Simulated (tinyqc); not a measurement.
Off-state leakage of single and stacked transistors: one step of the calculation.

n-channel devices of unit width. Subthreshold current I(Vg, Vs, Vd) = I0 (T/300 K)^0.5 exp[(Vg - Vs - VT(T) - gb (Vs - Vb) + dd (Vd - Vs))/(nf Vt)] (1 - exp(-(Vd - Vs)/Vt)), VT(T) = VT - cT (T - 300 K). Gate-edge tunnelling Ig (Vd/1 V) exp(ag (Vd - 1 V)), for a gate at 0 V, and band-to-band leakage Ab u exp(-Bb/u), u = Vd - Vb + 1 V, flow at a drain held at V; both are taken as independent of T. In a stack of off transistors (all gates at 0 V) the same subthreshold current passes through each.

Question. New Vx. Stack of two, Vx the node between them: I_low = I(0, 0, Vx), I_up = I(0, Vx, V), f = ln(I_up/I_low), f' = -(1 + gb + 2 dd)/(nf Vt) - 1/(Vt (exp(Vx/Vt) - 1)) - 1/(Vt (exp((V - Vx)/Vt) - 1)), Vx(new) = Vx - f/f'.

Values chosen for this exercise; values of the order met in bulk silicon logic transistors: temperature T = 398 K; supply voltage V = 1.1 V; threshold at 300 K, zero drain and body bias VT = 0.38 V; fall of the threshold with temperature cT = 0.5 mV/K; current at threshold at 300 K I0 = 0.16 uA/um; slope factor nf = 1.3; drain-induced lowering per volt dd = 0.12; rise of the threshold per volt of source-body bias gb = 0.2; body voltage Vb = -0.3 V.

Constants: q = 1.602176634e-19 C, kB = 1.380649e-23 J/K, Vt = kB T/q. Results are converted to the units shown.

Vx at the start = 0.092 V

Find: I_low; I_up; f; f'; Vx after iteration 1.

Answer.

I_low = 0.034174 nA/um
I_up = 0.036291 nA/um
f = 0.060081
f' = -34.438 1/V
Vx after iteration 1 = 0.093745 V

Computed by the program tinyqc: `OMP_NUM_THREADS=1 python tinyqc.py 2242251 2242252 out.jsonl`, one thread of a shared Intel Xeon 2.30GHz, about 0.03 s for the whole run.
